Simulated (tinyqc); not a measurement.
Worked calculation: CIS and TDHF on RHF in the 6-31g basis, for H2, spin multiplicity 1. One step of it, computed by the program tinyqc.

Problem. TDHF (RPA) singlet states. B(ia,jb) = 2 (ia|jb) - (ib|ja); the squared energies are the eigenvalues of (A - B)(A + B); 1 hartree = 27.211386 eV.

CIS matrix A, singlet (hartree):
```
           1>2       1>3        1>4
1>2   0.463512  0.000000  -0.024294
1>3   0.000000  1.120357   0.000000
1>4  -0.024294  0.000000   1.329299
```

Two-electron integrals over orbitals (pq|rs), unique and non-zero (hartree):
```
(11|11) 0.564822    (21|21) 0.108106    (22|11) 0.440073    (22|22) 0.401117
(31|11) 0.133214    (31|22) 0.068377    (31|31) 0.093669    (32|21) 0.010557
(32|32) 0.037489    (33|11) 0.502895    (33|22) 0.402416    (33|31) 0.118332
(33|33) 0.472674    (41|21) -0.080448   (41|32) -0.049132   (41|41) 0.109633
(42|11) -0.136602   (42|22) -0.072479   (42|31) -0.080841   (42|33) -0.118535
(42|42) 0.082233    (43|21) -0.120173   (43|32) -0.038048   (43|41) 0.124931
(43|43) 0.173486    (44|11) 0.566461    (44|22) 0.447792    (44|31) 0.169274
(44|33) 0.530323    (44|42) -0.161949   (44|44) 0.627344
```

Give: TDHF matrix B, singlet; squared energies w^2; TDHF energies from the positive w^2.

Solution.

TDHF matrix B, singlet (hartree):
```
         1>2     1>3      1>4
1>2   0.1081  0.0000  -0.0804
1>3   0.0000  0.0937   0.0000
1>4  -0.0804  0.0000   0.1096
```

squared energies w^2 (hartree^2): 0.2000  1.2464  1.7464

TDHF energies from the positive w^2 (eV): 12.1683  30.3797  35.9607
